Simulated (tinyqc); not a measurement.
CMOS inverter, nodal equation and switching: one step of the calculation.

An n-channel pull-down (bn, VTn) and a p-channel pull-up (bp, VTp) share the input Vin and the output node Vout, which carries the load C. Transistor (EKV form, voltages against the body): I = 2 n b Vt^2 [F(vp - Vs) - F(vp - Vd)] from drain to source, F(v) = ln^2(1 + exp(v/(2 Vt))), vp = (Vg - VT + sg |Vd - Vs|)/n. n-channel bodies are at 0; for the p-channel device all voltages are counted down from Vdd. b in uA/V^2 gives I in uA. Static: In = Ip. Transient: C dVout/dt = Ip - In. No velocity saturation, no gate capacitance beyond C.

Question. Transfer curve. For each Vin solve In = Ip; gain = dVout/dVin.

Values chosen for this exercise: temperature T = 300 K; supply voltage Vdd = 0.7 V; slope factor n = 1.34; drain-induced barrier lowering sg = 0.05; n-channel threshold VTn = 0.25 V; p-channel threshold (magnitude) VTp = 0.29 V; gain factor of the pull-down transistor bn = 320 uA/V^2; gain factor of the pull-up transistor bp = 160 uA/V^2; input voltage Vin = 0.46 V.

Constants: q = 1.602176634e-19 C, kB = 1.380649e-23 J/K, Vt = kB T/q. Results are converted to the units shown.

| point | Vin (V) |
|---|---|
| 0 | 0 |
| 1 | 0.07 |
| 2 | 0.14 |
| 3 | 0.21 |
| 4 | 0.28 |
| 5 | 0.35 |
| 6 | 0.42 |
| 7 | 0.49 |
| 8 | 0.56 |
| 9 | 0.63 |
| 10 | 0.7 |

Find: Vout; supply current; gain.

Answer.

| point | Vout (V) | supply current (uA) | gain |
|---|---|---|---|
| 0 | 0.7000 | 0.001106 | -0.001 |
| 1 | 0.6999 | 0.007751 | -0.004 |
| 2 | 0.6989 | 0.04871 | -0.033 |
| 3 | 0.6918 | 0.2458 | -0.223 |
| 4 | 0.6358 | 0.8747 | -2.544 |
| 5 | 0.0290 | 0.7161 | -0.887 |
| 6 | 0.0044 | 0.2259 | -0.115 |
| 7 | 0.0007 | 0.05057 | -0.019 |
| 8 | 0.0001 | 0.008685 | -0.003 |
| 9 | 0.0000 | 0.001284 | 0.000 |
| 10 | 0.0000 | 1.776e-4 | 0.000 |

The switching point Vin = Vout lies at 0.3078 V, with a gain of -20.0.

tinyqc, about 0.03 s, one thread, Intel Xeon 2.30GHz (shared host): `OMP_NUM_THREADS=1 python tinyqc.py 2340037 2340038 out.jsonl`
